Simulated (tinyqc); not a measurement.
From dn, finite wafer back to front recombination velocity S_f: surface photovoltage measurement of the minority-carrier diffusion length in a wafer. Computed by tinyqc, a small Python program. Command: `OMP_NUM_THREADS=1 python tinyqc.py 3130096 3130097 out.jsonl spv inv`. One thread of a shared host (Intel(R) Xeon(R) Processor @ 2.30GHz), about 0.02 s of CPU time with the checks.

Low injection, steady light, a depletion layer much thinner than 1/alpha and L. The excess density dn is taken at the front edge of the neutral region; light that reaches the back is lost.

Inputs (values chosen for the exercise, modelled on p-type silicon at room temperature): diffusion length L = 71 micrometre; wafer thickness W = 775 micrometre; diffusivity D = 30.2 cm^2/s; back recombination velocity S_b = 19000 cm/s; photon flux entering = 8.5e+12 1/(cm^2 s); minority density at the surface barrier scale n_0 = 3.1e+08 1/cm^3; temperature T = 298 K; wavelength = 963 nm.

Constants: k_B = 8.617333262e-05 eV/K.

Method:
- alpha = (84.732/lambda - 76.417)^2 per cm with lambda in micrometre (an empirical fit for silicon between 0.7 and 1.05 micrometre).
- Thick wafer: dn = Phi L/((S_f + D/L)(L + 1/alpha)). Finite wafer, with s = S_b L/D, w = W/L, a = alpha L: dn = [Phi a/(a^2 - 1)] [a - B - exp(-alpha W)(a - s)/(cosh w + s sinh w)]/(S_f + B D/L), B = (sinh w + s cosh w)/(cosh w + s sinh w).
- Photovoltage V = (k_B T/e) ln(1 + dn/n_0). Lifetime = L^2/D.

Task: A run gave the result below. Find the front recombination velocity S_f, known to lie between 1700 and 4700 cm/s.

dn, finite wafer = 5.934803e+08 1/cm^3

Result:

Each step takes the trial c = (a f_b - b f_a)/(f_b - f_a), f being the result less the target and a, b, c the logarithms of the listed values; c replaces end b, the old b replaces a if the sign of f changed, and otherwise f_a is halved.

Scan of the range:
```
front recombination velocity S_f (cm/s)  dn, finite wafer (1/cm^3)
1700                                                   6.95758e+08
2010                                                   6.61323e+08
2390                                                   6.23496e+08
2830                                                   5.84767e+08
3350                                                   5.44775e+08
3970                                                   5.03703e+08
4700                                                   4.62635e+08
```

False position (Illinois rule, in the logarithm of the input) inside the bracket:
```
step    end a    end b    trial  dn, finite wafer (1/cm^3)
1     2390.00  2830.00  2724.43                5.93614e+08
2     2830.00  2724.43  2725.99                5.93481e+08
3     2830.00  2725.99  2726.01                5.93480e+08
4     2725.99  2726.01  2726.00                5.93480e+08
```

dn, finite wafer falls at every point of a 13-point scan of the range (every second point is shown), so one value fits; it is bracketed by 2390 and 2830. Answer: front recombination velocity S_f = 2726 cm/s.
